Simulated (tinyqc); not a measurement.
# Resistance of a source-drain extension with a graded tip: what changes with what

y runs along the channel, the gate covers y > 0. The doping is N0 for y < y0 and N0 10^(-(y - y0)/la) beyond, uniform over the depth xj. Sheet conductance s(y) = q mu(N) max(N - Nch, 0) xj + (for y > 0) ma Cox Vo, with mu(N) = u0 + (u1 - u0)/(1 + (N/Nr)^au) and Cox = eps0 eox/tox. Current is taken as one-dimensional; depletion of the tip, spreading and the contact are left out. The metallurgical junction lies at yj, where N = Nch.

Values chosen for this exercise; mobility law close to that of holes in silicon: relative permittivity of the gate insulator (close to silicon dioxide) eox = 3.9; insulator thickness tox = 1.1 nm; active doping of the extension far from the gate N0 = 5.8e19 cm^-3; lateral abruptness la = 5.8 nm/decade; depth of the extension xj = 7 nm; channel doping Nch = 5.9e17 cm^-3; spacer length Ls = 11 nm; gate overdrive Vo = 0.4 V; mobility of the gate-induced layer ma = 92 cm^2/(V s); mobility at low doping u1 = 470.5 cm^2/(V s); mobility at high doping u0 = 44.9 cm^2/(V s); reference doping Nr = 2.23e17 cm^-3; exponent au = 0.719; gate length Lg = 50 nm.

Constants: q = 1.602176634e-19 C, eps0 = 8.8541878128e-14 F/cm where lengths are in cm. Results are converted to the units shown.

Each table varies one quantity; the others keep the values above.

## Abruptness at a fixed junction position

R_spacer = integral of dy/s from -Ls to 0, R_ov from 0 to yj, R_channel = (Lg - 2 yj)/(ma Cox Vo), R_total = 2 R_spacer + 2 R_ov + R_channel. Electrical length L_eff = ma Cox dR_total/d(1/Vo); R_series = R_total - L_eff/(ma Cox Vo). y0 is moved with la so that yj stays at 12.957 nm.

The same in every row: yj (nm) = 12.96; R_channel (ohm um) = 208.5.

Abruptness at a fixed junction position:
```
la (nm/decade)  R_spacer (ohm um)  R_ov (ohm um)  R_total (ohm um)  L_eff (nm)  R_series (ohm um)
1                           32.50          35.76             345.0       27.51              106.9
2.3                         32.50          45.14             363.8       29.77              106.1
3.6                         32.50          54.52             382.5       32.03              105.2
4.9                         32.50          63.90             401.3       34.30              104.4
6.1                         32.50          72.56             418.6       36.39              103.6
7.4                         34.07          81.15             438.9       38.55              105.2
8.7                         42.12          87.09             466.9       40.27              118.3
10                          56.94          91.20             504.8       41.60              144.7
```

As la goes from 1 to 10 nm/decade, R_total rises from 345 to 505 ohm um, R_spacer rises from 32.5 to 56.9 ohm um and R_ov rises from 35.8 to 91.2 ohm um. R_total changes on average by 17.8 ohm um for each nm/decade. L_eff exceeds the metallurgical length by 3.42 nm in the first row and 17.5 nm in the last, since the gate also controls the lightly doped tips.

## Effect of the position under the gate where the fall begins

Same model as above.

Results:
```
y0 (nm)  yj (nm)  R_spacer (ohm um)  R_ov (ohm um)  R_channel (ohm um)  R_total (ohm um)  L_eff (nm)  R_series (ohm um)
-6         5.557              73.13          41.87               336.6             566.6       47.38              156.5
-4         7.557              46.31          53.11               302.0             500.8       45.07              110.7
-2         9.557              35.19          61.61               267.4             461.0       42.04              97.01
0          11.56              32.50          67.31               232.7             432.3       38.49              99.21
2          13.56              32.50          71.71               198.1             406.5       34.74              105.8
6          17.56              32.50          80.52               128.9             354.9       27.26              118.9
8          19.56              32.50          84.93               94.23             329.1       23.52              125.5
```

Estimate the missing row, y0 = 4 nm.

Computed row:
```
y0 (nm)  yj (nm)  R_spacer (ohm um)  R_ov (ohm um)  R_channel (ohm um)  R_total (ohm um)  L_eff (nm)  R_series (ohm um)
4          15.56              32.50          76.12               163.5             380.7       31.00              112.3
```

With this row back in the table: As y0 goes from -6 to 8, R_total falls from 567 to 329 ohm um, L_eff falls from 47.4 to 23.5 nm and R_series goes from 156 through a minimum of 97.0 (at y0 = -2 among the rows listed) to 125 ohm um. More overlap also shortens the channel and adds capacitance, effects on threshold and speed that are left out.

Program tinyqc, `OMP_NUM_THREADS=1 python tinyqc.py 2282007 2282008 out.jsonl`; Intel Xeon 2.30GHz, shared host, one thread, about 0.03 s.
